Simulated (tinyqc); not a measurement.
Inside a calculation. Model: finite-difference solution of the diffusion equation on a small grid. Computed by tinyqc, a small Python program that keeps every step. Command: `OMP_NUM_THREADS=1 python tinyqc.py 3024041 3024042 out.jsonl fdiff walk`. One thread of a shared host (Intel(R) Xeon(R) Processor @ 2.30GHz), about 0.01 s of CPU time with the checks. Intermediate numbers are printed to about 6 digits and carried at full precision; extremes and crossings named in words are read from the listed rows.

dC/dt = D d2C/dx2 on nodes x_j = j dx, j = 0..7; the far end is sealed.

Inputs (values chosen for the exercise): diffusivity D = 21 nm^2/s; grid spacing dx = 10 nm; time step dt = 0.64 s; final time t_f = 10.24 s; surface value C_s = 71 % of a reference.

Boundary at x = 0: fixed surface value. Scheme: explicit.

start values C_j, j = 0, 1, ... (% of a reference): [0, 0, 0, 0, 0, 0, 0, 0]

## Mesh ratio and operator

The operator M acts as (M C)_j = C_(j-1) - 2 C_j + C_(j+1); at the sealed far end a mirror node gives 2 C_(N-2) - 2 C_(N-1); at j = 0, C_0 is held at C_s from the start (row of zeros). r = D dt/dx^2.

mesh ratio r = 0.1344

operator M, rows 0, 1, 2, 3, 4, 5, 6, 7:
```
[[0, 0, 0, 0, 0, 0, 0, 0],
 [1, -2, 1, 0, 0, 0, 0, 0],
 [0, 1, -2, 1, 0, 0, 0, 0],
 [0, 0, 1, -2, 1, 0, 0, 0],
 [0, 0, 0, 1, -2, 1, 0, 0],
 [0, 0, 0, 0, 1, -2, 1, 0],
 [0, 0, 0, 0, 0, 1, -2, 1],
 [0, 0, 0, 0, 0, 0, 2, -2]]
```

## Amplification factors

The mode of M with eigenvalue mu has its amplitude multiplied per step by g = (1 + (1 - theta) r mu)/(1 - theta r mu), with theta = 0 explicit, 1 implicit, 1/2 Crank-Nicolson; the explicit scheme is stable for r up to 2/|mu_min|.

eigenvalues mu of M: [-3.94986, -3.56366, -2.86777, -2.00000, -1.13223, -0.43634, -0.05014, 0.00000]

factors g: [0.46914, 0.52104, 0.61457, 0.73120, 0.84783, 0.94136, 0.99326, 1.00000]

largest stable r of the explicit scheme = 0.506348

The smallest factor is 0.469: no mode changes sign, and all decay but one with mu = 0 where there is such a mode.

## Time step 1

C at the start (%): [71, 0, 0, 0, 0, 0, 0, 0]

With r = D dt/dx^2: (1 - theta r M) C(new) = (1 + (1 - theta) r M) C(old); theta = 0 explicit, 1 implicit, 1/2 Crank-Nicolson.

C after step 1 (%): [71.0000, 9.5424, 0.0000, 0.0000, 0.0000, 0.0000, 0.0000, 0.0000]

## Time step 2

The formulas are those given above.

C after step 2 (%): [71.0000, 16.5198, 1.2825, 0.0000, 0.0000, 0.0000, 0.0000, 0.0000]

## All steps

The run takes n = round(t_f/dt) steps of length t_f/n. The dose is the trapezoidal sum of C dx; the error is the largest difference from exp(M D t/dx^2) C(0), the exact time evolution on the same grid.

Course of the run:
```
step  t (s)      C_1      C_4  dose (% nm)  largest error
1      0.64   9.5424  0.00000       450.42        1.15135
2      1.28  16.5198  0.00000       533.02        1.60158
3      1.92  21.7940  0.00000       606.24        1.70784
4      2.56  25.9026  0.02317       672.38        1.65404
5      3.20  29.1896  0.09092       732.99        1.53354
6      3.84  31.8807  0.21646       789.18        1.39254
7      4.48  34.1284  0.40493       841.76        1.25284
...     ...      ...      ...          ...            ...
10     6.40  39.1211  1.32377       983.08        0.90765
11     7.04  40.3889  1.72761      1025.92        0.81971
12     7.68  41.5178  2.16832      1067.07        0.74337
13     8.32  42.5314  2.63907      1106.69        0.67704
14     8.96  43.4477  3.13370      1144.95        0.61927
15     9.60  44.2813  3.64674      1181.98        0.56877
16    10.24  45.0439  4.17347      1217.89        0.52443
```

C at the end (%): [71.0000, 45.0439, 24.3039, 11.0226, 4.1735, 1.3155, 0.3558, 0.1477]

largest error at t_f = 0.524435 %

final dose = 1217.89 % nm

final C_4 = 4.17347 %

The time-step error at the end is 0.52 on a scale of 71.0. The dose grows as material enters from the surface.

## The three schemes as the step is halved

Each run reaches t_f in n equal steps; errors are the largest difference from exp(M D t_f/dx^2) C(0). A dash marks unstable explicit runs.

Largest error at t_f (%):
```
steps n       r  explicit  implicit  Crank-Nicolson
4        0.5376         -   2.19797     1.94374e-01
8        0.2688   1.06848   1.08952     4.98044e-02
16       0.1344   0.52443   0.53982     1.25180e-02
32       0.0672   0.26445   0.26832     3.13352e-03
64       0.0336   0.13275   0.13372     7.83630e-04
128      0.0168   0.06650   0.06674     1.95923e-04
256      0.0084   0.03328   0.03334     4.89817e-05
```

From the last two rows, halving the step divides the error by 2.00 (explicit), 2.00 (implicit), 4.00 (Crank-Nicolson): a factor 2 marks first order in dt and 4 second order. The explicit scheme needs n of at least 5 to be stable; the other two are stable at any step.

Checks made by the program: matrix exponential against 4096 Crank-Nicolson steps (relative difference 3e-09).
